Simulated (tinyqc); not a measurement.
Worked calculation: Hueckel theory of the pi electrons, for the molecule NC1=CC2=CC=CC2=C1 (SMILES; centres numbered as the heavy atoms are written). One step of it, computed by the program tinyqc.

Problem. Energy, charges, bond orders. E = sum n x; q_r = z_r - P_rr; bond order p = P_rs; free valence = sqrt(3) - sum of p over the bonds of the atom.

x values: 2.420376  1.908491  1.163110  1.000000  0.323953  0.000000  -1.465639  -1.850291  -2.000000

occupations: 2.000000  2.000000  2.000000  2.000000  2.000000  0.000000  0.000000  0.000000  0.000000

charge and bond-order matrix P:
```
           1N         2C         3C         4C         5C         6C         7C         8C
1N   1.942839   0.223979  -0.161510   0.046315   0.025656  -0.055770   0.025656   0.046315
2C   0.223979   1.119104   0.640699  -0.198764  -0.059923   0.168708  -0.059923  -0.198764
3C  -0.161510   0.640699   0.858107   0.505813   0.308043  -0.037615  -0.358623  -0.160854
4C   0.046315  -0.198764   0.505813   1.204061   0.528121  -0.219289  -0.138546   0.537394
5C   0.025656  -0.059923   0.308043   0.528121   0.815275   0.646479   0.148608  -0.138546
6C  -0.055770   0.168708  -0.037615  -0.219289   0.646479   1.183171   0.646479  -0.219289
7C   0.025656  -0.059923  -0.358623  -0.138546   0.148608   0.646479   0.815275   0.528121
8C   0.046315  -0.198764  -0.160854   0.537394  -0.138546  -0.219289   0.528121   1.204061
9C  -0.161510   0.640699   0.191441  -0.160854  -0.358623  -0.037615   0.308043   0.505813

           9C
1N  -0.161510
2C   0.640699
3C   0.191441
4C  -0.160854
5C  -0.358623
6C  -0.037615
7C   0.308043
8C   0.505813
9C   0.858107
```

Centres:

| centre | z_r, pi electrons of the neutral centre | h |
|---|---|---|
| 1N | 2 | 1.500000 |
| 2C | 1 | 0.000000 |
| 3C | 1 | 0.000000 |
| 4C | 1 | 0.000000 |
| 5C | 1 | 0.000000 |
| 6C | 1 | 0.000000 |
| 7C | 1 | 0.000000 |
| 8C | 1 | 0.000000 |
| 9C | 1 | 0.000000 |

Bonds:

| i | j | k |
|---|---|---|
| 1 | 2 | 0.800000 |
| 2 | 3 | 1 |
| 3 | 4 | 1 |
| 4 | 5 | 1 |
| 5 | 6 | 1 |
| 6 | 7 | 1 |
| 7 | 8 | 1 |
| 8 | 9 | 1 |
| 9 | 2 | 1 |
| 8 | 4 | 1 |

Give: pi energy = 10 alpha + this times beta; pi charges; Bond orders and lengths from R = 1.517 - 0.180 p; free valence of the carbons; gap between the highest filled and the next level.

Solution.

pi energy = 10 alpha + this times beta = 13.6319

pi charges: 1N 0.0572, 2C -0.1191, 3C 0.1419, 4C -0.2041, 5C 0.1847, 6C -0.1832, 7C 0.1847, 8C -0.2041, 9C 0.1419

Bond orders and lengths from R = 1.517 - 0.180 p (angstrom, C-C alone):

| bond | p | R |
|---|---|---|
| 1-2 | 0.2240 | - |
| 2-3 | 0.6407 | 1.4017 |
| 3-4 | 0.5058 | 1.4260 |
| 4-5 | 0.5281 | 1.4219 |
| 5-6 | 0.6465 | 1.4006 |
| 6-7 | 0.6465 | 1.4006 |
| 7-8 | 0.5281 | 1.4219 |
| 8-9 | 0.5058 | 1.4260 |
| 9-2 | 0.6407 | 1.4017 |
| 8-4 | 0.5374 | 1.4203 |

free valence of the carbons: 2C 0.2267, 3C 0.5855, 4C 0.1607, 5C 0.5575, 6C 0.4391, 7C 0.5575, 8C 0.1607, 9C 0.5855

gap between the highest filled and the next level = 0.3240 |beta|
